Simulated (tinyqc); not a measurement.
Silicon n-p-n transistor, Gummel numbers and transit times: one step of the calculation.

One-dimensional n-p-n transistor in the forward active mode at low injection. In the base p(x) = NB exp(-eta x/wb) and ni(x)^2 = ni^2 exp((g0 + g1 x/wb)/Vt); electrons leave the base at vsat; band spikes at the emitter junction and recombination inside the emitter are ignored.

Task. Base Gummel number and transit time. f(x) = p(x) ni^2/ni(x)^2; I(x) = integral from x to wb of f/Dn, plus f(wb)/vsat; base Gummel number GB = I(0); electron density per unit flux n/(J/q) = I/f; base transit time tauB = integral of I/f over the base. Trapezoid rule on 12 equal steps.

Values chosen for this exercise; band and dielectric values close to those of silicon: temperature T = 250 K; saturation velocity vsat = 9.9e6 cm/s; neutral base width wb = 440 nm; base doping at the emitter edge NB = 1.3e17 cm^-3; doping falls as exp(-eta x/wb) eta = 0; gap reduction at the emitter edge of the base g0 = 0 eV; further gap reduction across the base (linear) g1 = 0 eV; electron diffusion coefficient in the base Dn = 4.2 cm^2/s.

Constants: q = 1.602176634e-19 C, kB = 1.380649e-23 J/K, Vt = kB T/q. Results are converted to the units shown.

Find: x; f; I; I/f; GB; tauB.

Result.

| point | x (nm) | f (cm^-3) | I (s/cm^4) | I/f (s/cm) |
|---|---|---|---|---|
| 0 | 0.00 | 1.3000e17 | 1.3750e12 | 1.0577e-5 |
| 1 | 36.67 | 1.3000e17 | 1.2615e12 | 9.7042e-6 |
| 2 | 73.33 | 1.3000e17 | 1.1481e12 | 8.8312e-6 |
| 3 | 110.00 | 1.3000e17 | 1.0346e12 | 7.9582e-6 |
| 4 | 146.67 | 1.3000e17 | 9.2107e11 | 7.0851e-6 |
| 5 | 183.33 | 1.3000e17 | 8.0758e11 | 6.2121e-6 |
| 6 | 220.00 | 1.3000e17 | 6.9408e11 | 5.3391e-6 |
| 7 | 256.67 | 1.3000e17 | 5.8059e11 | 4.4661e-6 |
| 8 | 293.33 | 1.3000e17 | 4.6710e11 | 3.5931e-6 |
| 9 | 330.00 | 1.3000e17 | 3.5361e11 | 2.7201e-6 |
| 10 | 366.67 | 1.3000e17 | 2.4012e11 | 1.8470e-6 |
| 11 | 403.33 | 1.3000e17 | 1.2662e11 | 9.7403e-7 |
| 12 | 440.00 | 1.3000e17 | 1.3131e10 | 1.0101e-7 |

GB = 1.3750e12 s/cm^4
tauB = 234.92 ps

Range of the model: Heavy doping makes emitter or base degenerate; gE and g0 are to be read as apparent gap changes that include this.

Numbers from tinyqc (`OMP_NUM_THREADS=1 python tinyqc.py 2320030 2320031 out.jsonl`; about 0.01 s on one thread of a shared Intel Xeon 2.30GHz).
